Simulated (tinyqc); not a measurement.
Length of a polyene: Hueckel, PPP and singles CI along the polyenes. Computed by the program tinyqc. Hueckel uses the same beta without repulsion; CIS keeps all single excitations and so misses the low, doubly excited 2Ag state. W is the valence ionisation energy of a centre, MN the Mataga-Nishimoto formula, f the oscillator strength.

All-trans chains of carbon centres 1.40 angstrom apart:

| parameter | value |
|---|---|
| beta (eV), times 1 +/- alternation | -2.290000 |
| alternation | 0 |
| W (eV) | 11.160000 |
| gamma_rr (eV) | 9.900000 |
| repulsion formula | Ohno |

Gaps and excitations (eV):

| centres | Hueckel gap | PPP orbital gap | bright singlet (CIS) | f | lowest triplet (CIS) |
|---|---|---|---|---|---|
| 2 | 4.580 | 11.713 | 5.964 | 0.511 | 3.196 |
| 6 | 2.038 | 7.772 | 3.792 | 1.436 | 1.537 |
| 8 | 1.591 | 6.949 | 3.252 | 1.826 | 1.237 |
| 10 | 1.304 | 6.396 | 2.868 | 2.173 | 1.051 |

Estimate the missing row, centres = 4.

Computed row:
```
centres  Hueckel gap  PPP orbital gap  bright singlet (CIS)      f  lowest triplet (CIS)
4              2.831            9.116                 4.605  1.000                 2.078
```

The Hueckel gap tends to 4 x alternation x |beta| = 0.00 eV for long chains (zero without alternation, falling as 1/N). Exchange opens the PPP orbital gap, and the attraction of electron and hole brings the bright state 3.53 eV below it at 10 centres; the triplet lies 1.82 eV lower still.
